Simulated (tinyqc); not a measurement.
## Ellipsometry and reflectance of a transparent film on an absorbing substrate: psi and Delta against the film thickness

Air (index 1), film, substrate with N2 = n2 - i k2; time factor exp(+i w t). q_j = sqrt(N_j^2 - sin^2 th), root with positive real part. Fresnel coefficients r_s = (q_a - q_b)/(q_a + q_b), r_p = (N_b^2 q_a - N_a^2 q_b)/(N_b^2 q_a + N_a^2 q_b). tan(Psi) exp(i Delta) = R_p/R_s, Delta taken from 0 to 360 degrees.

beta = 2 pi d q1/lam, X = exp(-2 i beta), R = (r01 + r12 X)/(1 + r01 r12 X) for p and s. The last column is the derivative of Delta.

Inputs (values chosen for the exercise); indices close to those of photoresist on silicon: wavelength lam = 632.8 nm; angle of incidence th = 70 degrees; index of the transparent film n1 = 1.631; index of the substrate n2 = 3.882; extinction coefficient of the substrate k2 = 0.019.

Result of one run:
```
d (nm),Psi (degrees),Delta (degrees),|R_p|^2,|R_s|^2,dDelta/dd (degrees/nm)
187,24.34,273.1,0.1201,0.5869,-0.8261
```

What becomes of these results when the film thickness d is changed from 187 to 107 nm, all else the same?

Result of the changed run:
```
d (nm),Psi (degrees),Delta (degrees),|R_p|^2,|R_s|^2,dDelta/dd (degrees/nm)
107,61.15,49.86,0.2383,0.07230,-1.969
```

The whole series:
```
d (nm),Psi (degrees),Delta (degrees),|R_p|^2,|R_s|^2,dDelta/dd (degrees/nm)
0,10.57,179.2,0.02420,0.6947,-3.239
27,16.42,112.9,0.05791,0.6664,-1.558
53,25.43,84.38,0.1293,0.5716,-0.7655
80,36.69,69.20,0.1998,0.3597,-0.4149
107,61.15,49.86,0.2383,0.07230,-1.969
133,57.29,305.1,0.2359,0.09733,-1.352
160,35.12,289.4,0.1929,0.3899,-0.4352
187,24.34,273.1,0.1201,0.5869,-0.8261
213,15.41,241.9,0.05107,0.6725,-1.726
240,10.66,170.7,0.02461,0.6945,-3.193
```

Psi goes from 10.6 through a maximum of 61.2 (at d = 107 nm among the rows listed) to 10.7 degrees. The period is 237.3 nm, after which Psi and Delta return to the values of the bare substrate, so one angle and wavelength fix d only up to a multiple of it. The size of the slope of Delta runs from 0.415 to 3.24 degrees/nm among the rows; Delta is counted modulo 360 degrees, and sharper features can lie between the rows.

Numbers from tinyqc (`OMP_NUM_THREADS=1 python tinyqc.py 2870137 2870138 out.jsonl`; about 0.4 s on one thread of a shared Intel Xeon 2.30GHz).
